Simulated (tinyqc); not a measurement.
Interface roughness in a thin film (subband fluctuation and scattering): one step. The angular integrand. Five cases, with inputs chosen for the exercise.

Problem. kF, qs, and exp(-q^2 Lc^2/4)(1 - cos theta) without and with the factor 1/eps^2 at theta = 30, 60, ..., 180 degrees.

Gaussian roughness spectrum S(q) = pi D^2 Lc^2 exp(-q^2 Lc^2/4). Degenerate gas, taken to fill one subband (the second starts to fill once c kF^2/md exceeds E2 - E1, which is not tested here): kF = sqrt(2 pi Ns/gv), q = 2 kF sin(theta/2), 1/tau = (md/(2 pi c hbar)) G^2 times the integral from 0 to pi of S(q)(1 - cos theta)/eps(q)^2 dtheta, eps(q) = 1 + qs/q with screening (qs = gv md q0/(c eps), q0 = e^2/(4 pi eps0), form factors left out, which overstates the screening; other scattering is left out too, so these values lie far above measured mobilities in all but the thinnest films) or 1 without; mobility = tau c2/md with c2 = e/m0 = 1.75882e15 cm^2/(V s^2); 1e12/cm^2 = 1e-4/angstrom^2.

Constants: hbar^2/2m0 = 3.80998211 eV angstrom^2; e^2/(4 pi eps0) = 14.39964547 eV angstrom.

Give: kF; qs; Integrand.

Case 1.

Values chosen (near those of a thin InGaAs channel; the results hold for these values, not for the real material):
- md = 0.046 m0 (mass in the plane)
- gv = 1 (valleys)
- Lc = 50 angstrom (correlation length)
- Ns = 1.1 x 1e12/cm^2 (sheet density)
- eps = 11 (mean dielectric constant at the channel)

Solution.

kF = 0.02629 1/angstrom
qs = 0.0158 1/angstrom

Integrand:
```
theta  q (1/angstrom)   bare  eps(q)  screened
30             0.0136  0.119    2.16    0.0255
60             0.0263  0.325    1.60     0.127
90             0.0372  0.421    1.43     0.208
120            0.0455  0.410    1.35     0.226
150            0.0508  0.372    1.31     0.216
180            0.0526  0.355    1.30     0.210
```

kF Lc = 1.31: the spectrum cuts off large angles, and the bare integrand is largest at 90 degrees among these rows.

Case 2.

Values chosen (near those of a thin GaN channel; the results hold for these values, not for the real material):
- md = 0.204 m0 (mass in the plane)
- gv = 1 (valleys)
- Lc = 32 angstrom (correlation length)
- Ns = 1.1 x 1e12/cm^2 (sheet density)
- eps = 9.5 (mean dielectric constant at the channel)

Solution.

kF = 0.02629 1/angstrom
qs = 0.0812 1/angstrom

Integrand:
```
theta  q (1/angstrom)   bare  eps(q)  screened
30             0.0136  0.128    6.96   0.00263
60             0.0263  0.419    4.09    0.0251
90             0.0372  0.702    3.18    0.0693
120            0.0455  0.882    2.78     0.114
150            0.0508  0.964    2.60     0.143
180            0.0526  0.986    2.54     0.152
```

kF Lc = 0.84: the roughness is short-ranged for these electrons, and back-scattering dominates.

Case 3.

Values chosen (near those of a thin Si channel on (100), two-fold valleys; the results hold for these values, not for the real material):
- md = 0.191 m0 (mass in the plane)
- gv = 2 (valleys)
- Lc = 44 angstrom (correlation length)
- Ns = 2.4 x 1e12/cm^2 (sheet density)
- eps = 7.7 (mean dielectric constant at the channel)

Solution.

kF = 0.02746 1/angstrom
qs = 0.1875 1/angstrom

Integrand:
```
theta  q (1/angstrom)   bare  eps(q)  screened
30             0.0142  0.121   14.19  0.000603
60             0.0275  0.347    7.83   0.00566
90             0.0388  0.482    5.83    0.0142
120            0.0476  0.502    4.94    0.0205
150            0.0530  0.478    4.53    0.0232
180            0.0549  0.465    4.41    0.0238
```

kF Lc = 1.21: the spectrum cuts off large angles, and the bare integrand is largest at 120 degrees among these rows.

Case 4.

Values chosen (near those of a thin Ge channel on (111), one valley; the results hold for these values, not for the real material):
- md = 0.084 m0 (mass in the plane)
- gv = 1 (valleys)
- Lc = 20 angstrom (correlation length)
- Ns = 2.8 x 1e12/cm^2 (sheet density)
- eps = 11.5 (mean dielectric constant at the channel)

Solution.

kF = 0.04194 1/angstrom
qs = 0.0276 1/angstrom

Integrand:
```
theta  q (1/angstrom)   bare  eps(q)  screened
30             0.0217  0.128    2.27    0.0248
60             0.0419  0.419    1.66     0.153
90             0.0593  0.703    1.47     0.328
120            0.0726  0.885    1.38     0.465
150            0.0810  0.968    1.34     0.538
180            0.0839  0.989    1.33     0.560
```

kF Lc = 0.84: the roughness is short-ranged for these electrons, and back-scattering dominates.

Case 5.

Values chosen (near those of a thin InGaAs channel; the results hold for these values, not for the real material):
- md = 0.045 m0 (mass in the plane)
- gv = 1 (valleys)
- Lc = 32 angstrom (correlation length)
- Ns = 0.42 x 1e12/cm^2 (sheet density)
- eps = 11.4 (mean dielectric constant at the channel)

Solution.

kF = 0.01624 1/angstrom
qs = 0.0149 1/angstrom

Integrand:
```
theta  q (1/angstrom)   bare  eps(q)  screened
30             0.0084  0.132    2.77    0.0171
60             0.0162  0.467    1.92     0.127
90             0.0230  0.874    1.65     0.321
120            0.0281   1.22    1.53     0.523
150            0.0314   1.45    1.48     0.666
180            0.0325   1.53    1.46     0.717
```

kF Lc = 0.52: the roughness is short-ranged for these electrons, and back-scattering dominates.

Computed by tinyqc, one run a case: `OMP_NUM_THREADS=1 python tinyqc.py N N+1 out.jsonl` with N = 1281982, 1282044, 1282072, 1282073, 1282510; one thread of a shared Intel(R) Xeon(R) Processor @ 2.30GHz, about 0.02 s a run at most.
